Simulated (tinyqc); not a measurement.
# Worked calculation: ballistic conductance of a hard-wall strip of a two-dimensional electron gas by counting modes

tinyqc, about 0.08 s, one thread, Intel Xeon 2.30GHz (shared host): `OMP_NUM_THREADS=1 python tinyqc.py 2740114 2740115 out.jsonl` Printed values are rounded.

Subband edges E_n = C (n pi/W)^2/m, n = 1, 2, ...; C = hbar^2/(2 m0). Every mode transmits fully; spin gives the factor 2 in 2 q^2/h, valleys the factor gv.

Values chosen for this exercise: temperature T = 300 K; mass m = 0.067 m0; valleys gv = 2; Fermi energy above the 2D band edge Ef = 0.213 eV; width W = 21 nm; highest subband edge listed Et = 0.316 eV.

Constants: q = 1.602176634e-19 C, kB = 1.380649e-23 J/K, hbar = 1.054571817e-34 J s, h = 6.62607015e-34 J s, m0 = 9.1093837015e-31 kg, Vt = kB T/q, hbar^2/(2 m0) = 0.0380998212 eV nm^2. Results are converted to the units shown.

## Subband edges and their occupation

List the edges below Et; each adds its degeneracy times f = 1/(1 + exp((E_n - Ef)/Vt)) to the thermal mode count.

| mode | edge (eV) | degeneracy | f |
|---|---|---|---|
| 1 | 0.012727 | 1 | 0.999568 |
| 2 | 0.050906 | 1 | 0.998111 |
| 3 | 0.114539 | 1 | 0.978303 |
| 4 | 0.203624 | 1 | 0.589688 |

## Conductance and ballistic resistance

G = (2 q^2/h) gv M; at zero temperature M counts the edges below Ef, at T it is the sum of degeneracy times f. The smooth (Sharvin) count is kF W/pi, kF = sqrt(m Ef/C), and with the boundary term kF W/pi - 1/2. The sum runs over the edges listed.

M at zero temperature = 4
M at T = 3.56567
G = 552.543 uS
resistance 1/G = 1.80981 kohm
smooth count = 4.09105

The smooth count is 15 % above M at T. With the boundary term it is 3.59.
